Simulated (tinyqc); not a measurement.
Comparisons within one model: valley splitting of a silicon quantum well in envelope theory. A value that a table varies takes the place of the one given here.

The well lies at 0 < z < L; U(z) = V0 [1/(1 + exp(z/w)) + 1/(1 + exp((L - z)/w))] - e F z, 1 mV/nm = 1e-4 eV/angstrom. The envelope psi solves -(c/ml) psi'' + U psi = E psi, c = hbar^2/2m0, by three-point differences on a grid of 0.1 angstrom from -40 to L + 40 angstrom. The two valleys at +/- k0 couple through D = C0 times the integral of exp(-i q z) U(z) psi^2, q = 2 k0 (2 pi/a), and split by Ev = 2|D|.

Random alloy: with Y(z) = Yw + (Yb - Yw) B(z), B the bracket in U, and in-plane density exp(-r^2/ad^2)/(pi ad^2), D gains a random complex part of variance sigma^2 = (C0^2/pi)(a^2 V0/(8 ad (Yb - Yw)))^2 (4/a) times the integral of psi^4 Y (1 - Y). Alone it gives a mean splitting sqrt(pi) sigma; together with the smooth part the rms splitting is 2 sqrt(|D|^2 + sigma^2).

Constants: hbar^2/2m0 = 3.80998211 eV angstrom^2.

Inputs chosen for the exercise (near those of a strained Si well in SiGe; shifted at random, so the results belong to these values and not to a real crystal):
```
symbol  value                                           unit      meaning
L       78                                              angstrom  well width
V0      0.21                                            eV        conduction offset
ml      0.907                                           m0        mass along z
F       10.5                                            mV/nm     field pressing towards the upper interface
k0      0.829                                           2 pi/a    valley position
a       5.431                                           angstrom  lattice constant
C0      0.249                                                     Bloch overlap factor
Yb      0.32                                                      Ge share of the barrier
Yw      0                                                         Ge share of the well
ad      110                                             angstrom  dot radius
ws      (0.3, 0.6, 1.1, 1.6, 1.9, 3, 4)                 angstrom  interface widths
Ls      (78, 79.4, 80.7, 82.1, 83.4, 84.8, 86.1, 87.5)  angstrom  widths in steps of one atomic layer, a/4, rounded to the grid
F2      1                                               mV/nm     second field, zero or weak
w1      0.8                                             angstrom  interface width for this table
w       1                                               angstrom  interface width parameter
```

## Sharpness of the interface

The smooth part 2|D| and the disorder part against w, beside y/sinh(y) with y = pi q w. The 12 to 88 % width of the step is 4w.

Results:
```
w (angstrom)  4w (angstrom)  2|D| (micro-eV)  y/sinh(y)  sqrt(pi) sigma (micro-eV)
0.3                     1.2           166.06       0.61                       13.3
0.6                     2.4            54.04       0.19                       15.1
1.1                     4.4             5.10      0.018                       19.3
1.6                     6.4             0.39     0.0013                       24.2
1.9                     7.6             0.08    0.00024                       27.4
3.0                    12.0             0.00    5.1e-07                       38.6
4.0                    16.0             0.00    1.6e-09                       48.1
```

The smooth part needs a Fourier component of U psi^2 at a wavelength of 3.28 angstrom; from the first row to the third it falls by a factor 32.6, while y/sinh(y) falls by 34.8 (the envelope near the step and the phase between the two interfaces change too). The disorder part goes from 13.3 to 48.1 micro-eV, growing as the electron overlaps more alloy. It takes over between w = 0.6 and 1.1 angstrom, that is a step 2.4 to 4.4 angstrom wide, with 1.36 angstrom to an atomic layer.

## Adding atomic layers

The smooth splitting Ev = 2|D| with w = w1, at the field F2 and at F.

Results:
```
L (angstrom)  q L mod 2 pi  Ev at F2 (micro-eV)  Ev at F (micro-eV)
78.0                  5.10                 5.46                21.9
79.4                  1.51                 2.52                21.9
80.7                  4.00                 4.23                21.9
82.1                  0.40                 3.92                21.9
83.4                  2.89                 2.55                21.9
84.8                  5.58                 4.44                21.9
86.1                  1.79                 2.13                21.9
87.5                  4.48                 3.92                21.9
```

At F2 the splitting swings between 2.13 and 5.46 micro-eV, a ratio of 2.56, as the two interfaces add with the phase q L, which advances on average by 2.60 rad a layer. At F the ratio is 1.00, where in the first row psi^2 at the upper interface is 1.38e+03 times that at the lower one: one interface dominates and the interference fades.

## What each parameter does

Orbital spacing, psi^2 at z = L, the smooth splitting and sigma; V0 is held fixed when Yw changes. Each row changes one parameter from the base and keeps the others.

Results:
```
case               E2 - E1 (meV)  psi^2(L) (1e-3/angstrom)  2|D| (micro-eV)  sigma (micro-eV)
base                       29.44                     4.397             8.37              10.4
ad = 150 angstrom          29.44                     4.397             8.37               7.6
Yw = 0.03                  29.44                     4.397             8.37              81.2
L = 84 angstrom            29.15                     4.394             8.37              10.4
V0 = 0.263 eV              29.59                     3.380             8.37              10.4
w = 1.3 angstrom           29.45                     4.107             1.85              12.0
F = 15.75 mV/nm            37.85                     6.684            12.77              15.5
k0 = 0.809 2 pi/a          29.44                     4.397             9.67              10.4
C0 = 0.299                 29.44                     4.397            10.05              12.5
```

The largest shifts from the base row, up to three for each result and ties (the steps differ in size, so this ranks the rows, not the parameters). E2 - E1 (meV): F +8.41, L -0.29, V0 +0.14; unchanged at the printed digits by ad, Yw, k0 and C0. psi^2(L) (1e-3/angstrom): F +2.288, V0 -1.016, w -0.290; unchanged at the printed digits by ad, Yw, k0 and C0. 2|D| (micro-eV): w -6.52, F +4.40, C0 +1.68; unchanged at the printed digits by ad, Yw, L and V0. sigma (micro-eV): Yw +70.8, F +5.2, ad -2.8; unchanged at the printed digits by L, V0 and k0.

Run: tinyqc, `OMP_NUM_THREADS=1 python tinyqc.py 1252325 1252326 out.jsonl`; Intel(R) Xeon(R) Processor @ 2.30GHz, one thread, shared host; about 0.1 s of CPU time with all checks.
